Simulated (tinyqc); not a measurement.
Wafer bonding and layer transfer: bond energy, gap closing, particles, bonding of dissimilar wafers and hydrogen blisters: one step, computed by the program tinyqc.

gamma is the energy per area of each of the two surfaces; plates are isotropic.

Task: Does a shallow gap close? E' = E1/(1 - nu^2), equal wafers of thickness t1 assumed. A gap of radius R closes if h_g < h_c: h_c = R^2/sqrt((2/3) E' t1^3/gamma) for R > 2 t1 (plate bending), h_c = 3.6 sqrt(R gamma/E') for R < 2 t1 (local deformation).

Inputs (values chosen for the exercise, with wafer 1 close to silicon):

| quantity | value | unit |
|---|---|---|
| Young's modulus E1 | 150 | GPa |
| Poisson ratio nu | 0.21 | - |
| thickness t1 | 775 | micrometre |
| radius of a shallow gap R | 0.93 | mm |
| half height of the gap h_g | 10 | nm |

bond energy gamma = 0.2971001 J/m^2

Give: closable height h_c; h_g/h_c.

Result:

closable height h_c = 151.1 nm

h_g/h_c = 0.06620

The gap closes.
